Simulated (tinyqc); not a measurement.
From results back to parameters: direct gap of a germanium-like layer under biaxial tension. Five cases, with inputs chosen for the exercise.

Problem. A (001) layer under biaxial tension e_par has ezz = -2 (C12/C11) e_par, Ec = Eg + ac tr(e), E(HH) = -P - Q and E(LH) = -P + (Q - Dso + sqrt(Dso^2 + 2 Dso Q + 9 Q^2))/2 with P = -av tr(e), Q = -b (e_par - ezz). The transition from the light-hole edge is given.

Case 1.

Values chosen (near those of Ge, gaps at low temperature; shifted at random, so the results belong to these values and not to a real crystal): Eg = 0.91 eV (gap at Gamma to the s-like level); Dso = 0.287 eV (spin-orbit splitting); ac = -8.35 eV (conduction deformation potential); av = 1.26 eV (valence hydrostatic potential); b = -2.54 eV (tetragonal shear potential); C11 = 127.4 GPa; C12 = 47.7 GPa.

Ec - E(LH) = 0.718950 eV

Case 2.

Values chosen (near those of Ge, gaps at low temperature; shifted at random, so the results belong to these values and not to a real crystal): Eg = 0.915 eV (gap at Gamma to the s-like level); Dso = 0.293 eV (spin-orbit splitting); ac = -8.21 eV (conduction deformation potential); av = 1.26 eV (valence hydrostatic potential); b = -2.51 eV (tetragonal shear potential); C11 = 127 GPa; C12 = 48.9 GPa.

Ec - E(LH) = 0.659808 eV

Case 3.

Values chosen (near those of Ge, gaps at low temperature; shifted at random, so the results belong to these values and not to a real crystal): Eg = 0.893 eV (gap at Gamma to the s-like level); Dso = 0.286 eV (spin-orbit splitting); ac = -8.14 eV (conduction deformation potential); av = 1.25 eV (valence hydrostatic potential); b = -2.59 eV (tetragonal shear potential); C11 = 127.3 GPa; C12 = 49 GPa.

Ec - E(LH) = 0.622273 eV

Case 4.

Values chosen (near those of Ge, gaps at low temperature; shifted at random, so the results belong to these values and not to a real crystal): Eg = 0.901 eV (gap at Gamma to the s-like level); Dso = 0.289 eV (spin-orbit splitting); ac = -8.36 eV (conduction deformation potential); av = 1.23 eV (valence hydrostatic potential); b = -2.56 eV (tetragonal shear potential); C11 = 127.1 GPa; C12 = 47.7 GPa.

Ec - E(LH) = 0.728449 eV

Case 5.

Values chosen (near those of Ge, gaps at low temperature; shifted at random, so the results belong to these values and not to a real crystal): Eg = 0.891 eV (gap at Gamma to the s-like level); Dso = 0.292 eV (spin-orbit splitting); ac = -8.25 eV (conduction deformation potential); av = 1.25 eV (valence hydrostatic potential); b = -2.6 eV (tetragonal shear potential); C11 = 130.2 GPa; C12 = 48.4 GPa.

Ec - E(LH) = 0.749585 eV

Find: e_par; Ec - E(HH).

Solution. Ec - E(LH) falls steadily with tension, so bisection between 0 and 4 % gives the only root; then Ec - E(HH) = Eg + (ac - av) tr(e) + Q.

Case 1.

e_par = 1.080 %
Ec - E(HH) = 0.8281 eV

Case 2.

e_par = 1.450 %
Ec - E(HH) = 0.8105 eV

Case 3.

e_par = 1.520 %
Ec - E(HH) = 0.7871 eV

Case 4.

e_par = 0.980 %
Ec - E(HH) = 0.8275 eV

Case 5.

e_par = 0.810 %
Ec - E(HH) = 0.8310 eV

Computed by tinyqc, one run a case: `OMP_NUM_THREADS=1 python tinyqc.py N N+1 out.jsonl` with N = 1080565, 1080580, 1080604, 1080607, 1080611; one thread of a shared Intel(R) Xeon(R) Processor @ 2.30GHz, about 0.01 s a run at most.
